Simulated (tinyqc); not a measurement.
BCS gap equation with a constant attraction inside the Debye window: one step, computed by the program tinyqc.

Pairs attract with strength V for |xi| < k_B Theta; N(0) is the density of states for one spin. Energies are given as temperatures (E/k_B, in K) unless marked.

Problem. Lengths and fields. xi_0 = hbar v_F/(pi Delta_0); lambda_L = sqrt(m_0 eps_0 c^2/(n e^2)); N(0) = 3 n/(2 m_0 v_F^2) for one spin; condensation energy N(0) Delta_0^2/2 = B_c^2/(2 mu_0), mu_0 = 1/(eps_0 c^2); with scattering lambda = lambda_L sqrt(1 + xi_0/l) in the local limit (where xi_0 and l both exceed lambda, nonlocal response makes the true depth larger); Ginzburg-Landau kappa = 0.96 lambda_L/xi_0 + 0.72 lambda_L/l. Free-electron mass throughout; heavier carriers, as in niobium or vanadium, give a larger lambda_L and kappa and can make the metal type II.

Inputs (values chosen for the exercise, modelled on tantalum): Debye temperature Theta = 257 K; Fermi velocity v_F = 340000 m/s; electron density n = 5.71 1e28/m^3; mean free path l = 990 nm.

Solver: secant.

Delta_0 = 7.696508 K

Constants: hbar = 1.054571817e-34 J s; k_B = 1.380649e-23 J/K; m_0 = 9.1093837015e-31 kg; eps_0 = 8.8541878128e-12 F/m; c = 299792458 m/s; e = 1.602176634e-19 C.

Give: coherence length xi_0; London depth lambda_L; critical field B_c(0); depth with scattering; Ginzburg-Landau kappa.

Solution.

coherence length xi_0 = 107.4 nm

London depth lambda_L = 22.24 nm

critical field B_c(0) = 107.4 mT

depth with scattering = 23.41 nm

Ginzburg-Landau kappa = 0.2149

Kappa lies below 1/sqrt(2): type I, and the sample is clean, l well above xi_0.
